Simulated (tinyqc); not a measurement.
The decay curve: photoconductance decay in a wafer: bulk and surface recombination modes, and iron detection by pair splitting. Computed by tinyqc, a small Python program. Command: `OMP_NUM_THREADS=1 python tinyqc.py 3114018 3114019 out.jsonl pcd walk`. One thread of a shared host (Intel(R) Xeon(R) Processor @ 2.30GHz), about 0.01 s of CPU time with the checks.

Both faces of the wafer have the same S; injection is low and all coefficients are constant. x runs from -W/2 to W/2.

Inputs (values chosen for the exercise, modelled on p-type silicon):

| quantity | value | unit |
|---|---|---|
| thickness W | 525 | micrometre |
| diffusivity D | 28 | cm^2/s |
| bulk lifetime tau_b without iron | 57 | microsecond |
| surface recombination velocity S | 2.5 | cm/s |
| absorption coefficient alpha | 15 | 1/cm |

Method:
- Even modes cos(a x) obey b tan b = S W/(2 D) with b = a W/2, odd modes sin(a x) obey -b cot b = S W/(2 D); each decays at the rate 1/tau_b + D a^2.
- tau_eff is the decay time of the first mode. The surface time is 1/(D a^2) of that mode; shortcuts for it are W/(2 S), W^2/(pi^2 D) and their sum, whose error is sum/surface time - 1.
- Light from one face makes n(x, 0) proportional to exp(-alpha (x + W/2)). Only even modes carry the thickness average: weight c_n = [sin b/b] int n cos(a x) dx / (int cos^2(a x) dx x mean n), with int exp(-alpha (x + W/2)) cos(a x) dx = [alpha cos b (1 - E) + a sin b (1 + E)]/(alpha^2 + a^2), E = exp(-alpha W), and int cos^2 = W/2 + sin(2 b)/(2 a).
- Mean density = sum_n c_n exp(-t/tau_n) over 60 modes; the local decay time is -1/(d ln n/dt).

W^2/(pi^2 D) = 9.97380 microsecond

tau_eff = 56.6925 microsecond

Decay:

| t / (W^2/(pi^2 D)) | t (microsecond) | mean density/start | local decay time (microsecond) |
|---|---|---|---|
| 0.02 | 0.199 | 0.99649 | 56.681 |
| 0.05 | 0.499 | 0.99124 | 56.683 |
| 0.10 | 0.997 | 0.98256 | 56.686 |
| 0.20 | 1.995 | 0.96542 | 56.688 |
| 0.50 | 4.987 | 0.91579 | 56.691 |
| 1.00 | 9.974 | 0.83867 | 56.692 |
| 2.00 | 19.948 | 0.70338 | 56.692 |

What does the comparison show, and why?

The local decay time stays at 56.7 microsecond against tau_eff = 56.7. Higher modes matter little here.
